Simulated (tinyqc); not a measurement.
RHF in the 6-31g basis, for He, spin multiplicity 1, step by step. One step of it, computed by the program tinyqc.

Task: Iteration 3: diagonalisation and new density. Diagonalise F' = X^T F X, C = X C', fill 1 alpha and 1 beta electrons from the bottom; D = 2 C_occ C_occ^T. Each column has its largest component positive (the first on a tie).

Fock matrix F (hartree):
```
           1He 1s     1He 2s
1He 1s  -0.548892  -1.000080
1He 2s  -1.000080  -0.428648
```

X:
```
           1He 1s     1He 2s
1He 1s   1.217774  -0.435508
1He 2s  -0.435508   1.217774
```

Give: F' = X^T F X; orbital energies; coefficients C; D after iteration 3.

Result:

F' = X^T F X (hartree):
```
         1        2
1   0.1655  -1.1543
2  -1.1543   0.3210
```

orbital energies (hartree): MO1 -0.9137, MO2 1.4002

coefficients C:
```
           MO1      MO2
1He 1s  0.5921  -1.1498
1He 2s  0.5135   1.1870
```

D after iteration 3:
```
        1He 1s  1He 2s
1He 1s  0.7013  0.6082
1He 2s  0.6082  0.5274
```
